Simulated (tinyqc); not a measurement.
Single-band model of a thermoelectric material. Changing the carrier density n. Computed by tinyqc, a small Python program. Command: `OMP_NUM_THREADS=1 python tinyqc.py 3017378 3017379 out.jsonl thermo sweep`. One thread of a shared host (Intel(R) Xeon(R) Processor @ 2.30GHz), about 0.04 s of CPU time with the checks.

One spherical band, one scattering law, no minority carriers and no phonon drag. In a real material minority carriers limit |S| to about E_g/(2 e T), so larger values are formal. eta = E_F/(k_B T) is counted from the band edge; f = 1/(1 + exp(x - eta)).

Inputs (values chosen for the exercise, for a model material):
```
quantity                              value        unit
density-of-states mass m               0.26         m_0
mobility parameter mu_300              1000  cm^2/(V s)
temperature exponent p                    0           -
lattice thermal conductivity kappa_L    1.2     W/(m K)
temperature T                           800           K
```

Band: parabolic. Scattering: constant relaxation time, r = 0.

Constants: m_0 = 9.1093837015e-31 kg; k_B = 1.380649e-23 J/K; hbar = 1.054571817e-34 J s; k_B = 8.617333262e-05 eV/K; e = 1.602176634e-19 C.

Method:
- With x = E/(k_B T), a = alpha k_B T (0 for a parabolic band), G = x (1 + a x), D = 1 + 2 a x and <y> = int y f (1 - f) dx, f = 1/(1 + exp(x - eta)): tau = tau_0 G^r/D; transport function s = G^(3/2 + r)/D^2; n = N_0 <G^(3/2)> with N_0 = (2 m k_B T)^(3/2)/(3 pi^2 hbar^3).
- Integrals over x = E/(k_B T) use 160 Gauss-Legendre points in u = sqrt(x) from 0 to sqrt(max(eta, 0) + 32).
- Solve for eta.
- sigma = e mu_0 N_0 <s> with mu_0 = e tau_0/m = mu_300 (T/300 K)^(-p); |S| = (k_B/e)(<x s>/<s> - eta); Lorenz number L = (k_B/e)^2 (<x^2 s>/<s> - (<x s>/<s>)^2); kappa_e = L sigma T; zT = S^2 sigma T/(kappa_L + kappa_e).
- Hall factor r_H = <G^(3/2)> <G^(3/2 + 2r)/D^4>/<s>^2; drift mobility sigma/(n e) with n = N_0 <G^(3/2)>; power factor S^2 sigma.

One run for each value; columns: (1) carrier density n (1/cm^3); (2) zT; (3) Seebeck coefficient |S| (microvolt/K); (4) power factor (microwatt/(cm K^2)); (5) conductivity sigma (S/cm); (6) Lorenz number L (1e-8 V^2/K^2); (7) reduced Fermi level eta:
```
(1)         (2)    (3)    (4)        (5)    (6)    (7)
2.70e+16  0.164  757.1    2.5  4.326e+00  1.857  -6.28
7.70e+16  0.360  666.8    5.5  1.234e+01  1.857  -5.24
2.20e+17  0.748  576.4   11.7  3.525e+01  1.858  -4.18
6.50e+17  1.436  483.3   24.3  1.041e+02  1.860  -3.09
1.90e+18  2.256  391.5   46.7  3.044e+02  1.867  -1.99
5.50e+18  2.537  301.7   80.2  8.812e+02  1.887  -0.83
1.60e+19  1.831  215.0  118.4  2.563e+03  1.938   0.48
4.70e+19  0.820  136.1  139.4  7.530e+03  2.058   2.28
1.40e+20  0.240   74.5  124.5  2.243e+04  2.245   5.33
4.00e+20  0.061   38.2   93.4  6.409e+04  2.378  10.97
```

Over the rows, zT goes from 0.164 through a maximum among these rows, 2.54 at 5.50e18, to 0.0607; Seebeck coefficient |S| (microvolt/K) falls from 757 to 38.2 (exponent d ln y / d ln x -0.12 between the first rows and -0.64 between the last); power factor (microwatt/(cm K^2)) goes from 2.48 through a maximum among these rows, 139 at 4.70e19, to 93.4. At the high end the exponent of Seebeck coefficient |S| is -0.64, close to -0.67: the Mott formula. The exponent of conductivity sigma stays at 1: the mobility hardly depends on n here.

Extremes, crossings and ranges named in words are read from the listed rows.
